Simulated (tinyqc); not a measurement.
## Depth and level of a trap from the time ratio

Inverse problem. For an oxide trap tc/te = exp(E/Vt) with E = E0 - dpsi - (xt/tox)(Vg - VT - dpsi), dpsi being the rise of the surface potential above its value at threshold. Find xt and E0, and the depth that would be read if dpsi were ignored.

Inputs (values chosen for the exercise):

| symbol | value | unit | meaning |
|---|---|---|---|
| T | 350 | K | temperature |
| tox | 1.2 | nm | insulator thickness |

Constants: q = 1.602176634e-19 C, kB = 1.380649e-23 J/K, Vt = kB T/q. Results are converted to the units shown.

Vg - VT (V): [0.1, 0.25]
tc/te: [2.2281256, 0.24686795]
dpsi (V): [0.035370428, 0.062963620]

Answer. E + dpsi is a straight line in the oxide voltage Vg - VT - dpsi with slope -xt/tox and intercept E0. Ignoring dpsi assigns the motion of the bands to the trap and overstates its depth.

xt = 0.380 nm
E0 = 0.0800 eV
depth read without dpsi = 0.531 nm

tinyqc, about 0.01 s, one thread, Intel Xeon 2.30GHz (shared host): `OMP_NUM_THREADS=1 python tinyqc.py 2710005 2710006 out.jsonl`
